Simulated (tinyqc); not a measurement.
## In-plane mass from two subband densities

Inverse problem. At zero temperature each occupied subband holds N_k = D (EF - E_k), D = md m0 q/(pi hbar^2) per eV. Two subbands are occupied. Find md, EF - E1 and EF - E2.

Constants: q = 1.602176634e-19 C, hbar = 1.054571817e-34 J s, m0 = 9.1093837015e-31 kg. Results are converted to the units shown.

N1, N2 (cm^-2): [7.5127314e11, 7.2e10]
E2 - E1 = 10.1 meV

Solution. N1 - N2 = D (E2 - E1) gives D and so md; each N_k/D is a distance to EF.

md = 0.1610 m0
EF - E1 = 11.17 meV
EF - E2 = 1.071 meV

Computed by the program tinyqc: `OMP_NUM_THREADS=1 python tinyqc.py 2140125 2140126 out.jsonl`, one thread of a shared Intel Xeon 2.30GHz, about 0.4 s for the whole run.
